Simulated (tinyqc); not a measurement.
Static response in three, two and one dimensions: static screening by free carriers.

Lindhard at zero temperature: eps(q)/eps = 1 + (qTF/q)^2 L(x), x = q/(2 kF), L(x) = 1/2 + ((1 - x^2)/(4x)) ln|(1 + x)/(1 - x)|.

kF = 0.0113972 1/angstrom
qTF = 0.0242280 1/angstrom

x = q/(2 kF). Response over its long-wave value: L3 as above; L2 = 1 for x <= 1 and 1 - sqrt(1 - 1/x^2) beyond; L1 = ln|(1 + x)/(1 - x)|/(2x).

Response:

| x | L3 | L2 | L1 | eps(q)/eps, Lindhard 3D | Thomas-Fermi |
|---|---|---|---|---|---|
| 0.099 | 0.997 | 1.000 | 1.003 | 115.9 | 116.3 |
| 0.296 | 0.970 | 1.000 | 1.031 | 13.51 | 13.89 |
| 0.493 | 0.915 | 1.000 | 1.095 | 5.251 | 5.648 |
| 0.690 | 0.822 | 1.000 | 1.229 | 2.950 | 3.373 |
| 0.887 | 0.669 | 1.000 | 1.587 | 1.961 | 2.436 |
| 0.966 | 0.570 | 1.000 | 2.100 | 1.690 | 2.211 |
| 1.006 | 0.483 | 0.891 | 2.889 | 1.539 | 2.116 |
| 1.085 | 0.369 | 0.612 | 1.475 | 1.354 | 1.960 |
| 1.282 | 0.238 | 0.374 | 0.815 | 1.163 | 1.687 |
| 1.578 | 0.147 | 0.226 | 0.474 | 1.067 | 1.454 |
| 2.169 | 0.074 | 0.113 | 0.230 | 1.018 | 1.240 |

What can be read from this table?

Next to x = 1 the table has L3 = 0.570 and 0.483, L2 = 1.000 and 0.891, L1 = 2.100 and 2.889: an infinite slope in 3D, a kink in 2D and a logarithmic peak in 1D, where the whole Fermi surface is joined by 2 kF. These features give Friedel oscillations of period pi/kF = 276 angstrom at zero temperature; they wash out once kT nears EF, so this table, for T = 0, describes the gas only where EF is well above kT. Thomas-Fermi overstates eps(q) by 7.6 % at x = 0.493 and by 36.3 % at x = 1.578.

(tinyqc, `OMP_NUM_THREADS=1 python tinyqc.py 1650842 1650843 out.jsonl`, Intel(R) Xeon(R) Processor @ 2.30GHz, 1 thread, shared host, about 0.01 s.)
